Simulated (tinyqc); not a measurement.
Comparisons within one model: interface roughness in a thin film (subband fluctuation and scattering). A value that a table varies takes the place of the one given here.

Square well of width t, barriers V0, c = hbar^2/2m0: E1 solves k t + 2 atan[(k/mz)/(kappa/mb)] = pi, k = sqrt(mz E/c), kappa = sqrt(mb (V0 - E)/c). One interface is rough, so the subband edge fluctuates by G dt with G = |dE1/dt| (central difference of 0.01 angstrom; 2 E1/t for hard walls).

Gaussian roughness spectrum S(q) = pi D^2 Lc^2 exp(-q^2 Lc^2/4). Degenerate gas, taken to fill one subband (the second starts to fill once c kF^2/md exceeds E2 - E1, which is not tested here): kF = sqrt(2 pi Ns/gv), q = 2 kF sin(theta/2), 1/tau = (md/(2 pi c hbar)) G^2 times the integral from 0 to pi of S(q)(1 - cos theta)/eps(q)^2 dtheta, eps(q) = 1 + qs/q with screening (qs = gv md q0/(c eps), q0 = e^2/(4 pi eps0), form factors left out, which overstates the screening; other scattering is left out too, so these values lie far above measured mobilities in all but the thinnest films) or 1 without; mobility = tau c2/md with c2 = e/m0 = 1.75882e15 cm^2/(V s^2); 1e12/cm^2 = 1e-4/angstrom^2.

Constants: hbar^2/2m0 = 3.80998211 eV angstrom^2; hbar = 6.58211957e-16 eV s; e^2/(4 pi eps0) = 14.39964547 eV angstrom.

Parameters, chosen for this exercise (near those of a thin Si channel on (100), two-fold valleys; not measured data):

| symbol | value | unit | meaning |
|---|---|---|---|
| mz | 0.943 | m0 | confinement mass |
| V0 | 3.2 | eV | barrier |
| mb | 0.52 | m0 | barrier mass |
| md | 0.184 | m0 | mass in the plane |
| gv | 2 |  | valleys |
| D | 2.1 | angstrom | rms height of the roughness |
| Lc | 36 | angstrom | correlation length |
| Ns | 5.5 | x 1e12/cm^2 | sheet density |
| eps | 7.6 |  | mean dielectric constant at the channel |
| ts | (10, 13, 15, 18, 22, 29, 38) | angstrom | thicknesses |
| t | 18 | angstrom | film thickness |
| Ll | (4, 8, 14, 22, 35, 55, 90) | angstrom | correlation lengths |

## The sixth-power law

Screened mobility against thickness for the finite barrier and for hard walls.

Results:

| t (angstrom) | E1 (meV) | G (meV/angstrom) | mobility (cm^2/(V s)) | the same, hard walls |
|---|---|---|---|---|
| 10 | 290.4 | 49.111 | 427 | 162 |
| 13 | 184.5 | 24.996 | 1.65e+03 | 782 |
| 15 | 143.1 | 17.095 | 3.52e+03 | 1.84e+03 |
| 18 | 102.9 | 10.435 | 9.46e+03 | 5.51e+03 |
| 22 | 71.1 | 6.000 | 2.86e+04 | 1.84e+04 |
| 29 | 42.4 | 2.762 | 1.35e+05 | 9.63e+04 |
| 38 | 25.3 | 1.277 | 6.32e+05 | 4.88e+05 |

With hard walls G goes as 1/t^3 and the mobility as t^6. With the finite barrier the local exponent is 5.15 at the thin end and 5.71 at the thick end, since the envelope leaks out and softens the dependence. The roughness limit falls below 500 cm^2/(V s) between 13 and 10 angstrom. The gate field, which also presses carriers to the interface, is left out. Below about 20 angstrom the effective-mass picture is itself doubtful. Up to t = 18 angstrom G D exceeds half of EF - E1, where the Born rate fails.

## Correlation length

Fixed D; bare and screened mobility.

Results:

| Lc (angstrom) | kF Lc | bare mobility (cm^2/(V s)) | screened mobility (cm^2/(V s)) |
|---|---|---|---|
| 4 | 0.17 | 1.10e+04 | 1.41e+05 |
| 8 | 0.33 | 2.93e+03 | 3.78e+04 |
| 14 | 0.58 | 1.13e+03 | 1.49e+04 |
| 22 | 0.91 | 653 | 8.93e+03 |
| 35 | 1.45 | 586 | 9.18e+03 |
| 55 | 2.29 | 972 | 2.41e+04 |
| 90 | 3.74 | 1.86e+03 | 1.12e+05 |

The bare mobility is lowest at Lc = 35 angstrom of those listed (kF Lc = 1.45). The screened mobility is lowest at Lc = 22 angstrom of those listed (kF Lc = 0.91). Short roughness averages out (mobility as 1/Lc^2; the first two rows give exponent -1.91), and long roughness deflects only by small angles (bare mobility rising as Lc; the last two rows give 1.32).

## What each parameter does

G, G D, and the screened mobility. Each row changes one parameter from the base and keeps the others.

Results:

| case | G (meV/angstrom) | G D (meV) | mobility (cm^2/(V s)) |
|---|---|---|---|
| base | 10.435 | 21.91 | 9460 |
| t = 14 angstrom | 20.550 | 43.15 | 2439 |
| D = 2.73 angstrom | 10.435 | 28.49 | 5598 |
| Lc = 44 angstrom | 10.435 | 21.91 | 1.321e+04 |
| Ns = 8.8 x 1e12/cm^2 | 10.435 | 21.91 | 1.624e+04 |
| mz = 1.084 m0 | 9.392 | 19.72 | 1.168e+04 |
| md = 0.212 m0 | 10.435 | 21.91 | 8799 |
| V0 = 2.24 eV | 9.905 | 20.80 | 1.050e+04 |
| eps = 9.1 | 10.435 | 21.91 | 7316 |

The largest shifts from the base row, up to three for each result and ties (the steps differ in size, so this ranks the rows, not the parameters). G (meV/angstrom): t +10.115, mz -1.043, V0 -0.530; unchanged at the printed digits by D, Lc, Ns, md and eps. G D (meV): t +21.24, D +6.57, mz -2.19; unchanged at the printed digits by Lc, Ns, md and eps. mobility (cm^2/(V s)): t -7.02e+03, Ns +6.78e+03, D -3.86e+03. In the base case G D is 0.61 times EF - E1 = 35.8 meV.

Run: tinyqc, `OMP_NUM_THREADS=1 python tinyqc.py 1250284 1250285 out.jsonl`; Intel(R) Xeon(R) Processor @ 2.30GHz, one thread, shared host; about 0.01 s of CPU time with all checks.
